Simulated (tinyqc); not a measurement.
# Changing the energy relaxation time tau_E

Model: velocity overshoot from momentum and energy balance equations after a field step. Computed by tinyqc, a small Python program. Command: `OMP_NUM_THREADS=1 python tinyqc.py 3019477 3019478 out.jsonl overshoot sweep`. One thread of a shared host (Intel(R) Xeon(R) Processor @ 2.30GHz), about 0.08 s of CPU time with the checks.

At t = 0 the field jumps from 0 to F in a uniform sample. v is the drift velocity and u = w - (3/2) k_B T the excess energy per carrier.

Inputs (values chosen for the exercise, modelled on electrons in silicon except for tau_E): effective mass m = 0.25 m_0; low-field mobility mu_0 = 1400 cm^2/(V s); saturation velocity v_s = 1 1e7 cm/s; field after the step F = 25 kV/cm; lattice temperature T = 300 K; time step dt = 2.9 fs.

Scheme: explicit Euler.

Constants: m_0 = 9.1093837015e-31 kg; e = 1.602176634e-19 C; k_B = 8.617333262e-05 eV/K.

Method:
- dv/dt = e F/m - v/tau_m(u), du/dt = e F v - u/tau_E, tau_m(u) = tau_0/(1 + c u), tau_0 = m mu_0/e, c = mu_0/(e tau_E v_s^2); this choice gives the steady state v (1 + mu_0 F v/v_s^2) = mu_0 F, which saturates at v_s. Steady velocity v = 2 mu_0 F/(1 + sqrt(1 + 4 (mu_0 F/v_s)^2)); u = e F v tau_E; carrier temperature T + 2u/(3 k_B), neglecting the drift energy m v^2/2.
- Step: v_new = v + dt (e F/m - v/tau_m(u)), u_new = u + dt (e F v - u/tau_E). Start v = u = 0; the distance adds dt (v + v_new)/2.
- Run to 8 times the larger of tau_E and tau_0, but at most 20001 steps, and stop early if |v| > 1000 v_s or u < -1/(2c); the run is accepted if the last v is within 0.5 % of the steady value.

One run for each value; columns: (1) energy relaxation time tau_E (ps); (2) peak over steady velocity; (3) time of the peak (fs); (4) distance at the peak (nm); (5) steady carrier temperature (K):
```
(1)      (2)    (3)     (4)     (5)
0.10  1.3141  118.9   9.036   467.7
0.15  1.4319  130.5  10.798   551.6
0.24  1.5858  147.9  13.617   702.6
0.36  1.7323  162.4  16.257   903.9
0.55  1.8972  185.6  20.599  1222.6
0.85  2.0770  208.8  25.452  1725.8
1.30  2.2600  237.8  31.889  2480.7
2.00  2.4501  269.7  39.574  3654.8
```

Over the rows, peak over steady velocity rises from 1.31 to 2.45 (exponent d ln y / d ln x 0.21 between the first rows and 0.19 between the last); time of the peak (fs) rises from 119 to 270 (exponent d ln y / d ln x 0.23 between the first rows and 0.29 between the last); distance at the peak (nm) rises from 9.04 to 39.6 (exponent d ln y / d ln x 0.44 between the first rows and 0.50 between the last). The steady velocity is the same in every row; a longer tau_E delays the heating and so lets v climb further towards mu_0 F.

Extremes, crossings and ranges named in words are read from the listed rows.
